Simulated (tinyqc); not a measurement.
Worked calculation: one-electron ion in a basis of Gaussians. Computed by tinyqc, a small Python program that keeps every step. Settings: Z = 1, l = 2. Command: `OMP_NUM_THREADS=1 python tinyqc.py 30283 30284 out.jsonl` (the two numbers bound the seeds that draw the settings). One thread of a shared host (Intel(R) Xeon(R) Processor @ 2.60GHz), about 0.01 s of CPU time with the checks.

## Matrices over normalised Gaussians

exponents of r^l exp(-a r^2) (1/bohr^2): 0.005525  0.007244  0.009497  0.012450

Z = 1

l = 2

With p = a_i + a_j and I(k) = Gamma((k+1)/2) / (2 p^((k+1)/2)): S = I(2l+2), T = (2l+3) a_i a_j S / p, V = -Z I(2l+1), each divided by sqrt(S_ii S_jj).

S, lower triangle:
```
          1         2         3         4
1  1.000000
2  0.968500  1.000000
3  0.880878  0.968520  1.000000
4  0.754904  0.880937  0.968533  1.000000
```

T (hartree), lower triangle:
```
          1         2         3         4
1  0.019338
2  0.021250  0.025354
3  0.021538  0.027861  0.033239
4  0.020222  0.028239  0.036525  0.043575
```

V (hartree), lower triangle:
```
           1          2          3          4
1  -0.063261
2  -0.065862  -0.072437
3  -0.064973  -0.075414  -0.082940
4  -0.060909  -0.074399  -0.086349  -0.094963
```

## Generalised eigenproblem

H = T + V (hartree), lower triangle:
```
           1          2          3          4
1  -0.043923
2  -0.044612  -0.047083
3  -0.043435  -0.047554  -0.049700
4  -0.040687  -0.046159  -0.049823  -0.051388
```

Solve H C = S C e through S^(-1/2); each column has its largest component positive (the first on a tie).

eigenvalues of S: 0.000145  0.009206  0.276431  3.714218

eigenvalues (hartree): -0.053131  -0.029666  -0.007542  0.019518

coefficients:
```
           1           2           3           4
1   1.468633   -6.902300  -10.011436   16.429349
2  -5.437361   13.620240   19.779515  -49.664179
3   6.432004  -11.966306  -10.327073   52.757561
4  -3.534067    4.874662    0.178727  -19.603802
```

For Z = 1 and l = 2 the exact lowest level is -Z^2/(2 n^2) with n = l + 1: -0.055556 hartree. The basis is nearly linearly dependent, so rounded matrices do not reproduce these digits.
